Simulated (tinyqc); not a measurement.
Length of a polyene: Hueckel, PPP and singles CI along the polyenes. Computed by the program tinyqc. 

All-trans chains of carbon centres 1.40 angstrom apart:
```
parameter,value
"beta (eV), times 1 +/- alternation",-2.540000
alternation,0.190000
W (eV),11.160000
gamma_rr (eV),10.610000
repulsion formula,Ohno
```

Hueckel uses the same beta without repulsion; CIS keeps all single excitations and so misses the low, doubly excited 2Ag state. W is the valence ionisation energy of a centre, MN the Mataga-Nishimoto formula, f the oscillator strength.

Gaps and excitations (eV):
```
centres,Hueckel gap,PPP orbital gap,bright singlet (CIS),f,lowest triplet (CIS)
2,6.0452,13.4303,7.6577,0.6565,4.4327
4,4.3283,11.1036,6.1953,1.1360,3.5442
6,3.5437,9.9764,5.3959,1.5444,3.1278
8,3.1059,9.3379,4.9148,1.9186,2.9139
10,2.8314,8.9399,4.6040,2.2748,2.7927
12,2.6457,8.6750,4.3923,2.6222,2.7186
14,2.5134,8.4898,4.2419,2.9658,2.6705
```

The Hueckel gap tends to 4 x alternation x |beta| = 1.93 eV for long chains. Exchange opens the PPP orbital gap, and the attraction of electron and hole brings the bright state 4.25 eV below it at 14 centres; the triplet lies 1.57 eV lower still.
